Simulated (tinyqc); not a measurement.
Worked calculation: space-charge-limited current through a thin insulating or semi-insulating film with traps. Computed by tinyqc, a small Python program that keeps every step. Command: `OMP_NUM_THREADS=1 python tinyqc.py 3015978 3015979 out.jsonl sclc walk`. One thread of a shared host (Intel(R) Xeon(R) Processor @ 2.30GHz), about 0.01 s of CPU time with the checks. Intermediate numbers are printed to about 5 digits and carried at full precision; extremes and crossings named in words are read from the listed rows.

One ohmic injecting contact at x = 0 (field zero), drift only, non-degenerate free carriers.

Inputs (values chosen for the exercise, modelled on semi-insulating GaN): permittivity eps = 9.7; band mobility mu = 330 cm^2/(V s); effective density of states N_c = 2.5e+18 1/cm^3; trap density N_t = 4e+17 1/cm^3; equilibrium Fermi level below the band edge, E_0 = 0.63 eV; thickness d = 310 nm; free density at the anode, in units of N_c = 1.1e-07; temperature T = 400 K; trap level E_t below the band edge = 0.23 eV.

Traps: single level.

Constants: k_B = 8.617333262e-05 eV/K; e = 1.602176634e-19 C; eps_0 = 8.8541878128e-12 F/m.

## Equilibrium and landmark voltages

Free density n_0 = N_c exp(-E_0/k_B T) in equilibrium; trapped density n_t(n) = N_t/(1 + n_1/n), n_1 = N_c exp(-E_t/k_B T). theta = n/(n + n_t) at the anode density; trap-filled-limit voltage V_TFL = e (N_t - n_t(n_0)) d^2/(2 eps eps_0).

n_0 = 2.8860e+10 1/cm^3

n_t(n_0) = 3.6499e+12 1/cm^3

theta = 0.0078456

V_TFL = 35.854 V

## One point of the curve

J = e mu n F and (eps eps_0/e) dF/dx = n - n_0 + n_t(n) - n_t(n_0) = rho(n). With F = J/(e mu n): d = (eps eps_0 J/(e^2 mu)) I_1 and V = (eps eps_0 J^2/(e^3 mu^2)) I_2, I_k = int_(n_L)^infinity dn/(n^(k+1) rho(n)), n_L the density at the anode; with u = n_L/n, 200 Gauss-Legendre points in t, u = 1 - (1 - t)^2. Anode field J/(e mu n_L); Mott-Gurney current (9/8) eps eps_0 mu V^2/d^3; ohmic current e n_0 mu V/d.

I_1 = 5.5818e-26 cm^6

I_2 = 1.3656e-37 cm^9

current density J = 0.0054778 A/cm^2

voltage V = 0.0078579 V

anode field over mean field V/d = 1.4863

trap-free Mott-Gurney current = 0.66087 A/cm^2

ohmic current = 3.8678e-04 A/cm^2

J is 0.00829 times the trap-free law and 14.2 times the ohmic current; theta is 0.00785. The field ratio is 1 for ohmic flow, 3/2 for the square law and 2 for a uniform fixed charge; here 1.49. Caution: V is below 10 k_B T/e, where diffusion from the contact, left out here, dominates.

## The whole curve

The last column is d ln J/d ln V up to the next row.

Current against voltage:
```
n_L (1/cm^3)       V (V)  J (A/cm^2)   slope
3.00e+10      2.2847e-04  1.4066e-05  1.6148
1.30e+11      3.4329e-03  1.1182e-03  1.9389
5.50e+11      1.6235e-02  2.2743e-02  1.9870
2.30e+12      6.9441e-02  4.0831e-01  2.0016
9.90e+12      2.9881e-01  7.5780e+00  2.0200
4.20e+13      1.2384e+00  1.3392e+02  2.0873
1.80e+14      4.8055e+00  2.2699e+03  2.3540
7.60e+14      1.4511e+01  3.0603e+04  3.2922
3.20e+15      2.8188e+01  2.7238e+05  5.2933
1.40e+16      4.0043e+01  1.7464e+06  4.8513
5.90e+16      5.7495e+01  1.0100e+07  3.1303
2.50e+17      1.0937e+02  7.5601e+07       -
```

The slope starts at 1.61, peaks at 5.3 between 28.2 and 40.0 V and ends at 3.13. Rows below 0.34 V (10 k_B T/e) are formal, since diffusion from the contact rules there. Self-heating is left out, although J V exceeds 1e5 W/cm^2 at the last row. The last rows ignore velocity saturation (mu V/d above 1e7 cm/s). Rows above 93.0 V are formal, since the mean field exceeds 3 MV/cm and breakdown sets in. The steep part is the filling of the level near V_TFL = 35.9 V, from which N_t can be read; below it a slope near 2, where the rows show one, belongs to the square law scaled by theta.

Checks made by the program: trap-free limit against the Mott-Gurney law (relative difference 5e-08).
